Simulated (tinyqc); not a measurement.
Changing the Ge fraction x: composition and strain of an epitaxial Si(1-x)Ge(x) layer from Raman and X-ray peaks. Computed by tinyqc, a small Python program. Command: `OMP_NUM_THREADS=1 python tinyqc.py 3025534 3025535 out.jsonl epiraman sweep`. One thread of a shared host (Intel(R) Xeon(R) Processor @ 2.30GHz), about 0.01 s of CPU time with the checks.

A (001) layer, biaxially strained in the plane. The Raman peaks follow empirical lines omega = w0 + c1 x + c3 x^3 + b eps (c3 for Si-Ge alone), with eps the in-plane strain.

Inputs (values chosen for the exercise, modelled on silicon-germanium):
```
quantity                        value      unit
degree of relaxation R              0         -
lattice constant of Si          5.431  angstrom
lattice constant of Ge          5.658  angstrom
bowing B                        0.026  angstrom
2 C12/C11 of Si                 0.765         -
2 C12/C11 of Ge                 0.748         -
Si-Si: w0                       520.4      1/cm
Si-Si: c1                         -68      1/cm
Si-Si: strain coefficient b      -702      1/cm
Si-Ge: w0                       400.4      1/cm
Si-Ge: c1                        23.5      1/cm
Si-Ge: c3                       -33.5      1/cm
Si-Ge: strain coefficient b      -555      1/cm
Ge-Ge: w0                       280.5      1/cm
Ge-Ge: c1                        19.4      1/cm
Ge-Ge: strain coefficient b      -434      1/cm
X-ray wavelength             1.540598  angstrom
```

Substrate: silicon.

Method:
- Relaxed lattice constant a(x) = a_Si + (a_Ge - a_Si) x - B x (1 - x).
- In-plane constant a_par = a_sub + R (a(x) - a_sub); eps = a_par/a(x) - 1; eps_perp = -(2 C12/C11) eps with 2 C12/C11 linear in x; a_perp = a(x) (1 + eps_perp).
- Insert x and eps in the three lines; the strain part is b eps.
- Bragg angle theta = arcsin(2 lambda/a) for (004), for the substrate with a_sub and the layer with a_perp; separation in arc seconds.

One run for each value; columns: (1) Ge fraction x; (2) Si-Si peak (1/cm); (3) Si-Ge peak (1/cm); (4) Ge-Ge peak (1/cm); (5) in-plane strain eps (per mille); (6) separation, layer less substrate (arcsec):
```
(1)      (2)     (3)     (4)      (5)      (6)
0.08  517.05  403.92  283.35   -2.982   -744.9
0.18  512.91  408.19  286.93   -6.771  -1681.8
0.29  508.41  412.51  290.91  -11.013  -2719.3
0.40  503.96  416.16  294.91  -15.331  -3763.0
0.50  499.96  418.69  298.59  -19.321  -4716.5
0.60  496.01  420.23  302.28  -23.370  -5673.6
0.71  491.70  420.57  306.38  -27.890  -6730.1
0.82  487.44  419.22  310.50  -32.477  -7789.4
0.92  483.61  416.30  314.28  -36.703  -8754.4
```

Over the rows, Si-Si peak (1/cm) falls from 517 to 484 (exponent d ln y / d ln x -0.0099 between the first rows and -0.069 between the last); Si-Ge peak (1/cm) goes from 404 through a maximum among these rows, 421 at 0.710, to 416; Ge-Ge peak (1/cm) rises from 283 to 314 (exponent d ln y / d ln x 0.016 between the first rows and 0.10 between the last). Composition and strain both change with x. The Si-Si peak moves by -39.8 per cm per unit x on average, against c1 = -68 without strain: eps moves towards compression as x grows, which offsets part of the fall, in proportion to 1 - R.

Caution (rows 0.0800, 0.180, 0.820, 0.920): near either end one of the like-atom peaks is weak, since its intensity follows the number of such bonds. Caution (rows 0.600, 0.710, 0.820, 0.920): strains above 2 % survive only in layers a few nanometres thick, and the linear relations lose accuracy.

Extremes, crossings and ranges named in words are read from the listed rows.
